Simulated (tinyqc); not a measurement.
# Square on-chip spiral inductor, lumped pi model: two studies

Outer diameter do = di + 2 n wd + 2 (n - 1) sp, mean da = (do + di)/2, fill p = (do - di)/(do + di), length l = 4 n da. L = 2.34 mu0 n^2 da/(1 + 2.75 p), mu0 = 4 pi 1e-7 H/m. Rs = rho l/(wd delta (1 - exp(-th/delta))), delta = sqrt(rho/(pi f mu0)). Cs = n wd^2 eps0 eo/hu across the coil. At each end Cox = l wd eps0 eo/(2 ho) leads to the substrate branch Rsi = 2 rs he/(l wd) in parallel with Csi = l wd eps0 11.7/(2 he). With one end grounded Y = 1/(Rs + i w L) + i w Cs + 1/[1/(i w Cox) + 1/(1/Rsi + i w Csi)], w = 2 pi f; Q = -Im Y/Re Y. Eddy currents in neighbouring turns and in the substrate are left out.

Parameters, values chosen for the exercise; values of the order met in silicon radio-frequency processes:

| symbol | value | unit | meaning |
|---|---|---|---|
| n | 6.5 |  | number of turns |
| wd | 10 | um | line width |
| sp | 1.5 | um | space between turns |
| di | 140 | um | inner diameter |
| th | 0.9 | um | metal thickness |
| rho | 1.9 | uohm cm | metal resistivity |
| ho | 6.1 | um | oxide below the coil |
| hu | 1 | um | oxide between coil and underpass |
| eo | 4.1 |  | relative permittivity of the oxide |
| rs | 1000 | ohm cm | substrate resistivity |
| he | 30 | um | effective spreading depth in the substrate |
| f | 1.7 | GHz | frequency |

Constants: eps0 = 8.8541878128e-12 F/m. Results are converted to the units shown.

Each table varies one quantity; the others keep the values above.

## Quality factor against frequency

Apparent inductance Im(1/Y)/w; share of the loss Re(substrate branch)/Re Y.

Results:
```
f (GHz),Rs (ohm),w L/Rs,Q,apparent inductance (nH),loss in the substrate (%)
0.078,12.39,0.5390,0.5378,13.60,0.03883
0.13,12.59,0.8838,0.8813,13.61,0.06979
0.21,12.84,1.400,1.394,13.63,0.1310
0.56,13.59,3.526,3.449,13.79,0.6646
0.91,14.14,5.507,5.208,14.12,1.607
1.5,14.89,8.623,7.423,15.13,3.982
2.4,15.82,12.99,8.715,18.34,9.032
4,17.16,19.96,4.356,47.42,20.22
```

Estimate the missing row, f = 0.34 GHz.

Computed row:
```
f (GHz),Rs (ohm),w L/Rs,Q,apparent inductance (nH),loss in the substrate (%)
0.34,13.16,2.211,2.191,13.67,0.2784
```

With this row back in the table: Q goes from 0.538 through a maximum of 8.71 (at f = 2.4 GHz among the rows listed) to 4.36; the exact peak is 8.72 at 2.38 GHz and Q reaches zero at the self-resonance, 4.69 GHz. The share of the substrate rises from 0.0388 to 20.2 %, and the apparent inductance ends at 3.48 times L. At the peak the substrate takes 8.92 % of the loss.

## Effect of the number of turns

Same model as above.

Peak Q and its frequency from a search over f; self-resonance where Im Y = 0; Q at the given f (negative beyond resonance).

Results:
```
n,L (nH),do (um),peak Q,f of the peak (GHz),self-resonance (GHz),Q at f
1.5,0.8063,171.5,18.69,22.00,44.78,3.375
2.5,2.123,194.5,15.84,10.52,20.88,4.933
3.5,4.034,217.5,13.41,6.365,12.52,6.168
4.5,6.562,240.5,11.48,4.316,8.469,7.114
5.5,9.744,263.5,9.946,3.134,6.157,7.731
8.5,23.67,332.5,6.876,1.507,2.999,6.752
```

Estimate the missing row, n = 6.5.

Computed row:
```
n,L (nH),do (um),peak Q,f of the peak (GHz),self-resonance (GHz),Q at f
6.5,13.62,286.5,8.715,2.382,4.695,7.938
```

With this row back in the table: As n goes from 1.5 to 8.5, L rises from 0.806 to 23.7 nH, the peak Q falls from 18.7 to 6.88, its frequency falls from 22.0 to 1.51 GHz and the self-resonance falls from 44.8 to 3.00 GHz.

Program tinyqc, `OMP_NUM_THREADS=1 python tinyqc.py 2302006 2302007 out.jsonl`; Intel Xeon 2.30GHz, shared host, one thread, about 0.01 s.
